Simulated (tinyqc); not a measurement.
# One-diode model of a solar cell: two studies

J is the current delivered and Vj = V + J Rs the junction voltage. J = X JL - J01 (exp(Vj/(n1 Vt)) - 1) - Vj/Rp. The photocurrent does not depend on voltage.

Parameters, values chosen for the exercise; values of the order met in cells of CIGS:
- T = 298.15 K (temperature)
- JL = 36.5 mA/cm^2 (photocurrent at one sun)
- X = 0.1 suns (concentration)
- J01 = 1.2e-10 A/cm^2 (saturation current of the diode)
- n1 = 1.38 (ideality factor of the diode)
- Rs = 2.5 ohm cm^2 (series resistance)
- Rp = 9000 ohm cm^2 (shunt resistance)
- Pin = 100 mW/cm^2 (incident power at one sun)

Constants: q = 1.602176634e-19 C, kB = 1.380649e-23 J/K, Vt = kB T/q. Results are converted to the units shown.

Each table varies one quantity; the others keep the values above.

## Effect of the shunt resistance

Jsc at V = 0, Voc at J = 0, the maximum power point where J (1 + 2 Rs G) = G Vj with G = -dJ/dVj; FF = Vmp Jmp/(Voc Jsc); efficiency Vmp Jmp/(X Pin). Empirical fill factor without parasitics FF0 = (v - ln(v + 0.72))/(v + 1), v = Voc/(n1 Vt).

Effect of the shunt resistance:

| Rp (ohm cm^2) | Jsc (mA/cm^2) | Voc (V) | Vmp (V) | Jmp (mA/cm^2) | FF | efficiency (%) | FF0 |
|---|---|---|---|---|---|---|---|
| 300 | 3.620 | 0.5839 | 0.4515 | 2.081 | 0.4444 | 9.394 | 0.7799 |
| 700 | 3.637 | 0.6014 | 0.4915 | 2.785 | 0.6258 | 13.69 | 0.7844 |
| 2000 | 3.645 | 0.6078 | 0.5019 | 3.184 | 0.7212 | 15.98 | 0.7860 |
| 4000 | 3.648 | 0.6094 | 0.5042 | 3.295 | 0.7473 | 16.61 | 0.7864 |
| 8000 | 3.649 | 0.6102 | 0.5052 | 3.351 | 0.7605 | 16.93 | 0.7866 |
| 20000 | 3.650 | 0.6106 | 0.5059 | 3.385 | 0.7684 | 17.12 | 0.7867 |
| 40000 | 3.650 | 0.6108 | 0.5061 | 3.396 | 0.7710 | 17.19 | 0.7867 |
| 1e5 | 3.650 | 0.6109 | 0.5062 | 3.403 | 0.7726 | 17.23 | 0.7867 |

What does the comparison show?

As Rp goes from 300 to 1e5, Voc rises from 0.584 to 0.611 V, FF rises from 0.444 to 0.773 and the efficiency rises from 9.39 to 17.2 %. Voc changes by 0.224 mV a decade between the last two rows and 47.6 mV between the first two. For Rp = 300 the shunt carries over 0.3 of the photocurrent at open circuit, so it pulls Voc down and FF towards the 1/4 of a resistor.

## Effect of the series resistance

Same model as above.

The same in every row: Voc (V) = 0.61026; FF0 = 0.78659.

Results:

| Rs (ohm cm^2) | Jsc (mA/cm^2) | Vmp (V) | Jmp (mA/cm^2) | FF | efficiency (%) |
|---|---|---|---|---|---|
| 0 | 3.6500 | 0.51271 | 3.3643 | 0.77439 | 17.249 |
| 0.05 | 3.6500 | 0.51256 | 3.3642 | 0.77414 | 17.243 |
| 0.11 | 3.6500 | 0.51238 | 3.3640 | 0.77385 | 17.237 |
| 0.55 | 3.6498 | 0.51109 | 3.3628 | 0.77165 | 17.187 |
| 1.2 | 3.6495 | 0.50918 | 3.3610 | 0.76841 | 17.113 |
| 2.7 | 3.6489 | 0.50478 | 3.3568 | 0.76093 | 16.944 |
| 6 | 3.6476 | 0.49519 | 3.3469 | 0.74456 | 16.573 |

Estimate the missing row, Rs = 0.25 ohm cm^2.

Computed row:

| Rs (ohm cm^2) | Jsc (mA/cm^2) | Vmp (V) | Jmp (mA/cm^2) | FF | efficiency (%) |
|---|---|---|---|---|---|
| 0.25 | 3.6499 | 0.51197 | 3.3636 | 0.77315 | 17.221 |

With this row back in the table: As Rs goes from 0 to 6, Voc stays at 0.610 V, FF falls from 0.774 to 0.745 and the efficiency falls from 17.2 to 16.6 %. Voc does not depend on Rs, since no current flows through it at open circuit; between the first two rows FF drops by 1.08 times rs = Rs Jsc/Voc in relative terms.

Numbers from tinyqc (`OMP_NUM_THREADS=1 python tinyqc.py 2280039 2280040 out.jsonl`; about 0.01 s on one thread of a shared Intel Xeon 2.30GHz).
